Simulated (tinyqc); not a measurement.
Area and perimeter leakage from two diodes.

Question. A square diode and a finger diode leak I = JA area + JP perimeter. Find JA, JP and the side of the square at which both parts are equal.

areas (um^2): [90000, 152000]
perimeters (um): [1200, 31920]
leakage currents (pA): [1.6608000, 3.8212800]

Answer. Two linear equations give JA and JP; for a square of side a, JA a^2 = 4 JP a at a = 4 JP/JA.

JA = 1.80e-9 A/cm^2
JP = 3.40e-13 A/cm
side for equal parts = 7.56 um

Program tinyqc, `OMP_NUM_THREADS=1 python tinyqc.py 2290079 2290080 out.jsonl`; Intel Xeon 2.30GHz, shared host, one thread, about 0.01 s.
